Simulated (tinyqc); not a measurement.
Free and trapped electrons in a MOS channel with a dense trap tail: one step of the calculation.

p-type body, charge-sheet picture, full ionisation (an idealisation for deep acceptors), Boltzmann statistics for free electrons. e = Ec - EF at the surface. Acceptor-like traps of density D(E) = D0 + De exp(-E/Ew) at depth E below Ec, from 0 to Eu, hold n_t = integral of D(E)/(1 + exp((e - E)/Vt)). psi = Eg - Vt ln(Nv/Na) - e; N_dep = sqrt(2 eps0 eps_r Na (psi - Vt)/q); n_f = sqrt(N_dep^2 + 2 eps0 eps_r Vt Nc exp(-e/Vt)/q) - N_dep; Vg = Vfb + psi + q (N_dep + n_t + n_f)/Cox, Cox = eps0 eox/tox.

Question. Trapped charge. Trapezoid rule on 16 equal steps from 0 to Eu, f = 1/(1 + exp((e - E)/Vt)).

Values chosen for this exercise; band and dielectric values close to those of gallium nitride: temperature T = 300 K; constant background density of acceptor-like traps D0 = 1e10 cm^-2 eV^-1; density of the tail at the conduction edge De = 4.8e12 cm^-2 eV^-1; decay energy of the tail Ew = 0.08 eV; depth below Ec down to which the traps reach Eu = 0.63 eV; Ec - EF at the surface e = 0.039 eV.

Constants: q = 1.602176634e-19 C, kB = 1.380649e-23 J/K, Vt = kB T/q. Results are converted to the units shown.

Wanted: E; D(E) f; n_t.

Answer.

```
point    E (eV)  D(E) f (cm^-2 eV^-1)
0             0             8.7132e11
1      0.039375             1.4828e12
2      0.078750             1.4846e12
3       0.11812             1.0569e12
4       0.15750             6.7335e11
5       0.19687             4.1877e11
6       0.23625             2.6032e11
7       0.27563             1.6308e11
8       0.31500             1.0358e11
9       0.35437             6.7207e10
10      0.39375             4.4970e10
11      0.43312             3.1377e10
12      0.47250             2.3067e10
13      0.51187             1.7988e10
14      0.55125             1.4883e10
15      0.59062             1.2985e10
16      0.63000             1.1825e10
```

n_t = 2.4796e11 cm^-2

Computed by the program tinyqc: `OMP_NUM_THREADS=1 python tinyqc.py 2222231 2222232 out.jsonl`, one thread of a shared Intel Xeon 2.30GHz, about 0.02 s for the whole run.
